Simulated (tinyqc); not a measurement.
Balance functions: hot carriers by balance equations with a heated Maxwellian. Computed by tinyqc, a small Python program. Command: `OMP_NUM_THREADS=1 python tinyqc.py 3013369 3013370 out.jsonl hot walk`. One thread of a shared host (Intel(R) Xeon(R) Processor @ 2.30GHz), about 0.02 s of CPU time with the checks.

The carriers follow a Maxwellian at an electron temperature T_e, slightly displaced; the drift energy is neglected against k_B T_e. The balance averages the rate, not the time, so mu_0 lies below the relaxation-time value.

Inputs (values chosen for the exercise, modelled on electrons in diamond):
```
quantity                                          value       unit
effective mass m                                  0.493        m_0
density rho                                        3515     kg/m^3
sound velocity v_l                                17900        m/s
acoustic deformation potential D_A                  8.4         eV
phonon energy hbar w                                142        meV
optical or intervalley deformation potential D_o    8.7  1e8 eV/cm
final valleys Z_f                                     5          -
lattice temperature T                               100          K
```

Band: parabolic. Solver: damped fixed point.

Constants: k_B = 8.617333262e-05 eV/K; k_B = 1.380649e-23 J/K; e = 1.602176634e-19 C; hbar = 1.054571817e-34 J s; m_0 = 9.1093837015e-31 kg; hbar = 6.582119569e-16 eV s.

Method:
- Parabolic band: E = hbar^2 k^2/(2 m), speed v = hbar k/m, states per spin, volume and energy g(E) = m k/(2 pi^2 hbar^2). Masses are multiplied by m_0 and all formulas are in SI units.
- Phonon occupation N_q = 1/(exp(hbar w/(k_B T)) - 1).
- Acoustic deformation potential (elastic, equipartition, absorption and emission together): 1/tau = 2 pi k_B T D_A^2 g(E)/(hbar rho v_l^2).
- Optical or intervalley deformation potential: 1/tau = (pi Z_f D_o^2/(rho w)) [N_q g(E + hbar w) + (N_q + 1) g(E - hbar w)], with g = 0 below the band edge.
- Averages over the Maxwellian, <y> = int y x^(1/2) exp(-x) dx / int x^(1/2) exp(-x) dx with x = E/(k_B T_e), split at x_0 = hbar w/(k_B T_e): 64 Gauss-Legendre points in sqrt(x) below it and 128 in sqrt(x - x_0) above it, up to x = 32. Momentum balance: mu(T_e) = e/(m nu), nu = <x (sum of rates)>/<x>. Power lost per carrier: P(T_e) = hbar w <emission rate - absorption rate> + <(2 m v_l^2/(k_B T)) (E - 2 k_B T) acoustic rate>.
- The field that sustains T_e follows from e mu F^2 = P.

Against the electron temperature:
```
T_e (K)  mu (cm^2/(V s))  P optical (1e9 eV/s)  P acoustic (1e9 eV/s)   F (kV/cm)  drift velocity (1e7 cm/s)
110                25010            4.0237e-04             3.8422e-02  3.9400e-02                     0.0985
130                22961            5.1180e-03             1.2531e-01  7.5368e-02                     0.1731
160                20367            5.6919e-02             2.7803e-01  1.2824e-01                     0.2612
200                16733            4.5410e-01             5.1808e-01  2.4104e-01                     0.4033
300                 7435            7.3350e+00             1.2690e+00  1.0757e+00                     0.7998
500                 1843            7.0309e+01             3.2766e+00  6.3184e+00                     1.1646
800                  712            2.6221e+02             7.2532e+00  1.9450e+01                     1.3854
1200                 405            5.6942e+02             1.3959e+01  3.7935e+01                     1.5379
```

What does the comparison show, and why?

Optical phonons take 1 % of the power in the first row and 98 % in the last. The velocity grows as F^0.87 at first and as F^0.16 at the end, so it levels off; if optical phonons alone set both balances the limit at high T_e would be sqrt(3 hbar w tanh(hbar w/2 k_B T)/(4 m)) = 1.95 in the same unit.
